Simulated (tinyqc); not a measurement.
Comparisons within one model: localisation in a chain with random site energies (transfer matrices). A value that a table varies takes the place of the one given here.

Hopping -t; leads with site energy 0, E = -2t cos(ka). psi_(j+1) = ((e_j - E)/t) psi_j - psi_(j-1), a product of matrices M_j = [[(e_j - E)/t, -1], [1, 0]]. For M = M_N ... M_1 the transmission is T = 4 sin^2(ka)/|M21 - M12 + M22 exp(ika) - M11 exp(-ika)|^2. Long samples draw e_j = W (x_j/2147483647 - 1/2) from x_j = 16807 x_(j-1) mod 2147483647, starting at x0. The localisation length xi, in sites, is defined by ln T = -2N/xi on average; weak disorder gives xi = 24 (4t^2 - E^2)/W^2, and the mean free path for backscattering is xi/2.

Numerical xi = N/ln sqrt(psi_(N+1)^2 + psi_N^2) for N = 20000 sites from psi_1 = 1, psi_0 = 0; its statistical error is about xi sqrt(xi/N).

Parameters, chosen for this exercise: t = 1.4 eV (hopping); E = -0.51 eV (energy); x0 = 2595 (start of the number sequence); W = 0.87 eV (full width of the disorder).

## Localisation length against disorder

The same number sequence scaled by W.

xi (sites):
```
W/t   W (eV)  numerical  error  weak disorder  strong: 1/(ln(W/2t) - 1)
1.0    1.400     90.338  6.071         92.815                         -
1.5    2.100     41.840  1.914         41.251                         -
2.0    2.800     23.384  0.800         23.204                         -
3.0    4.200     10.784  0.250         10.313                         -
4.0    5.600      6.016  0.104          5.801                         -
6.0    8.400      2.866  0.034          2.578                         -
10.0  14.000      1.424  0.012          0.928                     1.641
16.0  22.400      0.897  0.006          0.363                     0.926
```

What does this show?

At W = t the numerical value is 90.3 +/- 6.1 against 92.8, and at 2t 23.38 +/- 0.80 against 23.20. The weak-disorder formula is within 15 % for W/t = 1, 1.5, 2, 3, 4 and 6; at W = 16t it gives 0.36 and the strong-disorder form 0.93, against 0.90. All states of the chain are localised; disorder only sets the length.

## From ballistic to localised

200 samples of each length, cut one after another from the start of the sequence. Typical T = exp(mean ln T). Ohmic: 1/(1 + 2N/xi); localised: exp(-2N/xi), both with the weak-disorder xi.

Transmission:
```
N   mean T  typical T  spread of ln T  ohmic  localised
2    0.984      0.984           0.017  0.984      0.983
5    0.957      0.957           0.045  0.960      0.959
10   0.922      0.920           0.070  0.923      0.920
20   0.853      0.844           0.154  0.857      0.847
40   0.735      0.702           0.321  0.750      0.717
80   0.575      0.506           0.554  0.600      0.514
```

What does this show?

With xi = 240.3 sites, mean and typical T are 0.957 and 0.957 at N = 5, and 0.575 and 0.506 at N = 80, where ln T scatters by 0.6. The slope of ln(typical T) between 40 and 80 sites gives xi = 244.5, uncertain by about 14 % from the scatter of 200 samples. At N = 80 the ohmic law gives 1.19 times the typical value: N is still below xi on all rows.

## What each parameter does

Numerical and weak-disorder xi. Each row changes one parameter from the base and keeps the others.

Results:
```
case          numerical xi (sites)  weak-disorder xi (sites)
base                        214.84                    240.35
t = 1.61 eV                 353.70                    320.52
E = -0.36 eV                262.98                    244.48
W = 1.044 eV                160.91                    166.91
x0 = 2596                   208.42                    240.35
```

What does this show?

The largest shifts from the base row, up to three for each result and ties (the steps differ in size, so this ranks the rows, not the parameters). numerical xi (sites): t +138.86, W -53.93, E +48.14. weak-disorder xi (sites): t +80.17, W -73.44, E +4.14; unchanged at the printed digits by x0. A new x0 is another sample of the same disorder; its shift is one draw of the statistical scatter, about xi sqrt(xi/N); the other rows share one sample, so their errors are correlated.

tinyqc: `OMP_NUM_THREADS=1 python tinyqc.py 1450796 1450797 out.jsonl`; about 0.06 s, one thread, shared Intel(R) Xeon(R) Processor @ 2.30GHz.
